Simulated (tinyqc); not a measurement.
Position of the donor: hydrogenic donor in a hard-walled well (variational).

Trial function cos(pi z/L) exp(-r/lam), r measured from the donor at zi, walls at +/- L/2, one eps everywhere. Counted from the lowest subband, E(lam) = c/(m lam^2) - (q/eps) I0/I1, with I0 the integral of cos^2(pi z/L) exp(-2|z - zi|/lam) over the well and I1 the same with the factor (|z - zi| + lam/2); c = hbar^2/2m0, q = e^2/(4 pi eps0). The binding energy is -E at the minimum.

Constants: hbar^2/2m0 = 3.80998211 eV angstrom^2; e^2/(4 pi eps0) = 14.39964547 eV angstrom.

Inputs chosen for the exercise (out of a larger set: near those of InGaAs; not measured data):
- m = 0.043 m0 (mass)
- eps = 14.1 (dielectric constant)
- L = 475 angstrom (well width)

Ry* = 2.9427 meV

Fixed width; zi from the centre to the wall.

Binding:
```
2 zi/L  zi (angstrom)  lam (angstrom)  binding (meV)  in Ry*
0.0               0.0           173.6           4.64   1.575
0.2              47.5           175.3           4.47   1.519
0.4              95.0           183.4           3.98   1.352
0.6             142.5           209.3           3.24   1.101
0.8             190.0           264.8           2.52   0.856
0.9             213.8           297.8           2.25   0.763
1.0             237.5           328.9           2.03   0.690
```

How do the results move, and what explains it?

Uniform doping spreads the level over 2.60 meV, from 4.64 at the centre to 2.03 at the wall, while lam grows by 90 %. The slope is flat at the centre, which gives a peak in the density of donor states there, and steepest between 2 zi/L = 0.4 and 0.8.

tinyqc: `OMP_NUM_THREADS=1 python tinyqc.py 1280012 1280013 out.jsonl`; about 0.03 s, one thread, shared Intel(R) Xeon(R) Processor @ 2.30GHz.
